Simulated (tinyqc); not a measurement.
Anneal temperature: kinetics of strain relaxation and threading dislocations in mismatched semiconductor layers. Computed by tinyqc, a small Python program. Command: `OMP_NUM_THREADS=1 python tinyqc.py 3003758 3003759 out.jsonl threading walk`. One thread of a shared host (Intel(R) Xeon(R) Processor @ 2.30GHz), about 0.01 s of CPU time with the checks.

60-degree dislocations on {111} planes of a (001) layer, isotropic elasticity. The Schmid factor is 1/sqrt(6), and a misfit segment relieves strain with b/2.

Inputs (values chosen for the exercise, modelled on Ge on Si):
```
quantity                        value         unit
misfit f                       0.0427            -
shear modulus G                    55          GPa
Poisson ratio nu                 0.26            -
Burgers vector b                    4     angstrom
glide activation energy Q         1.6           eV
velocity prefactor v0           26000  m/s per MPa
layer thickness h                  26           nm
anneal temperature T              699            K
anneal time t                    1600            s
initial thread density rho_0    55000       1/cm^2
multiplication constant delta   21000          1/m
```

Sources: fixed density of threads.

Constants: k_B = 8.617333262e-05 eV/K.

Method:
- Excess resolved stress tau = (1/sqrt 6) [2 G (1 + nu)/(1 - nu)] (e - e_eq), e_eq = b (1 - nu/4) [ln(h/b) + 1]/(4 pi (1 + nu) h), the Matthews-Blakeslee strain of an uncapped layer; glide velocity v = v0 tau exp(-Q/(k_B T)), tau in MPa.
- Threads run in two directions, so de/dt = -(b/4) rho v, with rho fixed. With x = e - e_eq, x0 = f - e_eq (fully strained at t = 0) and v = m S x (m the mobility, S x = tau): x = x0 exp(-t/t_r), t_r = 4/(b rho_0 m S).
- The half time is that at which x = x0/2.

half time = 2177.74 s

excess stress tau = 2905.56 MPa

equilibrium strain e_eq = 0.00470085

After the time t:
```
T (K)  first velocity (micrometre/s)  relieved (%)  threads (1/cm^2)  half time (s)
602                       3.0440e+00         0.702             55000     1.5732e+05
626                       9.9307e+00         2.274             55000     4.8223e+04
655                       3.6923e+01         8.195             55000     1.2970e+04
679                       1.0056e+02        20.776             55000     4.7621e+03
707                       2.9701e+02        49.733             55000     1.6124e+03
726                       5.9055e+02        74.529             55000     8.1093e+02
753                       1.4774e+03        96.734             55000     3.2413e+02
798                       5.9345e+03       100.000             55000     8.0696e+01
```

The half time follows exp(Q/(k_B T)), a decade for each 62 K near 707 K. Relief goes from 21 % at 679 K to 74.5 % at 726 K: with a fixed density the onset is gradual, and more threads relax the layer sooner. Caution: at stresses above about 1 GPa the linear velocity law understates glide, as stress lowers the kink barrier. Caution: at such misfit the layer islands and relaxes during the first nanometres, so a uniform strained start is an idealisation. Caution: rows with more than 50 % relieved leave out blocking by crossing misfit lines, which slows real layers.

Extremes, crossings and ranges named in words are read from the listed rows.
